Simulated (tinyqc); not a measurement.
# Series resistance and length offset from two lengths at two overdrives

Problem. In strong inversion R W = Rsd + k(x)(L - dL), k(x) = (1 + th1 x)/(mu0 Cox x), x the overdrive, Cox = eps0 eox/tox, with Rsd and dL independent of x. Find dL, Rsd, mu0 and th1.

Inputs (values chosen for the exercise):

| symbol | value | unit | meaning |
|---|---|---|---|
| eox | 3.9 |  | relative permittivity of the gate insulator (close to silicon dioxide) |
| tox | 5.6 | nm | insulator thickness |

Constants: eps0 = 8.8541878128e-14 F/cm where lengths are in cm. Results are converted to the units shown.

total resistance times width (ohm um):

|  | L = 0.12 um | L = 0.34 um |
|---|---|---|
| overdrive 0.46 V | 3146.71709 | 9019.97161 |
| overdrive 1.15 V | 1652.79975 | 4617.54262 |

Solution. At each overdrive R W is a straight line in L; the two lines cross at L = dL, R W = Rsd. Their slopes give k x = (1 + th1 x)/(mu0 Cox), a straight line in x.

dL = 0.007000 um
Rsd = 130.0 ohm um
mu0 = 160.0 cm^2/(V s)
th1 = 0.4600 1/V

Computed by the program tinyqc: `OMP_NUM_THREADS=1 python tinyqc.py 2210130 2210131 out.jsonl`, one thread of a shared Intel Xeon 2.30GHz, about 0.01 s for the whole run.
